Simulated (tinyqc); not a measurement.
Rapid thermal processing of a wafer: radiative balance, ramp and cooling, pattern effects, pyrometer error and spike budget: one step, computed by the program tinyqc.

The wafer is opaque and uniform through its thickness unless said otherwise; temperatures in formulas are in kelvin (C + 273.15). sigma = 5.670374419e-12 W/(cm^2 K^4).

Task: Pattern effect. At steady state a sinusoidal change of absorbed power of relative amplitude a and period p gives the temperature amplitude a q/(dq/dT + k d (2 pi/p)^2); healing length l = sqrt(k d/(dq/dT)); process change = E_a dT/(k_B T^2). Emissivity is taken as unchanged.

Inputs (values chosen for the exercise, modelled on a hot silicon wafer):
```
quantity,value,unit
wafer thickness d,525,micrometre
thermal conductivity k,0.22,W/(cm K)
wall temperature T_w,350,K
process temperature,879,C
relative change of absorptivity over a pattern,5.3,%
period of the pattern,4,mm
activation energy of the process E_a,2,eV
```

dq/dT = 27.07371 mW/(cm^2 K)

holding power q = 9.643127 W/cm^2

Constants: k_B = 8.617333262e-05 eV/K.

Give: healing length l; amplitude without lateral conduction; amplitude; change of the process rate.

Result:

healing length l = 6.5316 mm

amplitude without lateral conduction = 18.878 K

amplitude = 0.17765 K

change of the process rate = 0.31060 %

Lateral conduction cuts the amplitude to 0.94 %, since p/(2 pi l) = 0.097.
